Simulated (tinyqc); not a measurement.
Rise against time: self-heating of a transistor with one or more fingers, with temperature-dependent conductivity. Computed by tinyqc, a small Python program. Command: `OMP_NUM_THREADS=1 python tinyqc.py 3026188 3026189 out.jsonl selfheat walk`. One thread of a shared host (Intel(R) Xeon(R) Processor @ 2.30GHz), about 0.05 s of CPU time with the checks.

N long parallel fingers lie on the top face of a slab whose bottom is held at T_0; the top is otherwise insulated, and heat flows in two dimensions. P in W/mm is 1000 P in W/m.

Inputs (values chosen for the exercise, modelled on gallium nitride): conductivity at the base temperature kappa_0 = 141 W/(m K); power per gate width P = 0.94 W/mm; fingers N = 3; finger pitch s = 35 micrometre; width of the heat source w = 0.7 micrometre; substrate thickness t = 330 micrometre; heat capacity C = 2.93 1e6 J/(m^3 K); pulse length = 2 microsecond.

Power: fixed power.

Method:
- A line source of power P on the top face raises the top at distance x by (P/(pi kappa_0)) g(x), g(x) = -ln tanh(pi x/(4 t)) (the image sum for the slab). On a strip of width w the centre sees the mean of g over the strip, g_0 = 1 + ln(8 t/(pi w)) for w much below t.
- theta_i = (P/(pi kappa_0)) [g_0 + sum over j != i of g(|i - j| s)], with equal powers and constant conductivity; thermal resistance = largest theta/P.
- After switching on, theta(tau) = (P D/kappa_0) int_0^tau X(u) Z(u) du at the hottest finger, D = kappa_0/C; X = sum over fingers at distance x of [erf((x + w/2)/r) - erf((x - w/2)/r)]/(2 w), Z = sum_(j=-200..200) (-1)^j exp(-(2 j t/r)^2)/sqrt(pi D u), r = 2 sqrt(D u); trapezoid rule on 300 points evenly spaced in ln u from u_0 = 1e-3 min(tau, w^2/D) to tau, plus the exact piece 2 sqrt(u_0/(pi D))/w below u_0. Conductivity and power are held at their base values here, and Fourier's law is used even where the diffusion length is near a phonon free path.

diffusivity D = 48.1229 micrometre^2/microsecond

theta of each finger (K): [26.2700, 27.7263, 26.2700]

largest theta = 27.7263 K

Heating curve:
```
time (microsecond)  sqrt(D time) (micrometre)  rise (K)  share of the steady rise
0.0023                                0.33269    2.9669                     0.107
0.023                                  1.0521    5.3258                    0.1921
0.23                                   3.3269    7.7601                    0.2799
2.3                                    10.521     10.24                    0.3693
23                                     33.269    14.696                      0.53
110                                    72.757     19.25                    0.6943
450                                    147.16    23.636                    0.8525
1400                                   259.56    26.702                     0.963
3400                                   404.50    27.644                     0.997
```

What follows from these numbers?

Half the steady rise is reached between 2.3 and 23 microseconds, and the last row holds 99.7 % of it; the slowest time constant is 4 t^2/(pi^2 D) = 917 microseconds. While the diffusion length lies between w and the pitch or thickness, the rise grows as the logarithm of time; once it nears the pitch of 35 micrometre the neighbours add their heat.

Extremes, crossings and ranges named in words are read from the listed rows.
